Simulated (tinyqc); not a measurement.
Photoconductance decay in a wafer: bulk and surface recombination modes, and iron detection by pair splitting: one step, computed by the program tinyqc.

Both faces of the wafer have the same S; injection is low and all coefficients are constant. x runs from -W/2 to W/2.

Task: Decay rates of the even modes. Even modes cos(a x) obey b tan b = S W/(2 D) with b = a W/2, odd modes sin(a x) obey -b cot b = S W/(2 D); each decays at the rate 1/tau_b + D a^2.

Inputs (values chosen for the exercise, modelled on p-type silicon):

| quantity | value | unit |
|---|---|---|
| thickness W | 300 | micrometre |
| diffusivity D | 26.5 | cm^2/s |
| bulk lifetime tau_b without iron | 8.3 | microsecond |
| surface recombination velocity S | 16000 | cm/s |

Give: the table «The first four even modes: b, surface rate and decay time» with the columns b_n, surface rate D a^2 (1/s), decay time (microsecond), for n = 0, 1, 2, 3.

Result:

The first four even modes: b, surface rate and decay time:

| n | b_n | surface rate D a^2 (1/s) | decay time (microsecond) |
|---|---|---|---|
| 0 | 1.42 | 2.361e+05 | 2.805 |
| 1 | 4.27 | 2.149e+06 | 0.441 |
| 2 | 7.18 | 6.078e+06 | 0.161 |
| 3 | 10.15 | 1.214e+07 | 0.082 |
